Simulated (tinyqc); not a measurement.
What each parameter does: pi bands of a honeycomb layer in tight binding.

Lattice vectors a (1,0) and a (1/2, sqrt3/2); f = exp(i ky a/sqrt3) + 2 cos(kx a/2) exp(-i ky a/(2 sqrt3)), w = |f|. H = [[D - t2 F, -t f], [., -D - t2 F]] with F = w^2 - 3, S = [[1, s0 f], [., 1]]; the levels solve det(H - E S) = 0. K = (4 pi/3a, 0), M = (pi/a, pi/(sqrt3 a)); w = 3, 1, 0 at Gamma, M, K.

Inputs chosen for the exercise (of the size used for graphene; shifted at random, so the results belong to these values and not to a real crystal): a = 2.46 angstrom (lattice constant); t = 2.89 eV (nearest hopping); t2 = 0 eV (second-neighbour hopping); s0 = 0.05 (overlap of neighbours); D = 0 eV (+D on A, -D on B).

Gap at K, difference at M, and the two levels at Gamma, from (e - E)^2 - D^2 - (t + s0 E)^2 w^2 = 0, e = -t2 (w^2 - 3).

Results for these values:
```
case  gap at K (eV)  difference at M (eV)  lower at Gamma (eV)  upper at Gamma (eV)
base         0.0000                5.7945              -7.5391              10.2000
```

What happens to each result for t2 = 0.05 eV, all else kept?

Answer: gap at K does not change at the printed digits; difference at M rises from 5.7945 to 5.8045; lower at Gamma falls from -7.5391 to -7.8000; upper at Gamma falls from 10.2000 to 9.8471.

The same for each parameter in turn:
```
case                 gap at K (eV)  difference at M (eV)  lower at Gamma (eV)  upper at Gamma (eV)
base                        0.0000                5.7945              -7.5391              10.2000
t = 3.0345 eV               0.0000                6.0842              -7.9161              10.7100
t2 = 0.05 eV                0.0000                5.8045              -7.8000               9.8471
s0 = 0.08                   0.0000                5.8172              -6.9919              11.4079
D = 0.1 eV                  0.2000                5.7979              -7.5397              10.2006
a = 2.5092 angstrom         0.0000                5.7945              -7.5391              10.2000
```

At points fixed by symmetry a drops out; the gap at K is 2D whatever the hoppings.

tinyqc: `OMP_NUM_THREADS=1 python tinyqc.py 1481494 1481495 out.jsonl`; about 0.01 s, one thread, shared Intel(R) Xeon(R) Processor @ 2.30GHz.
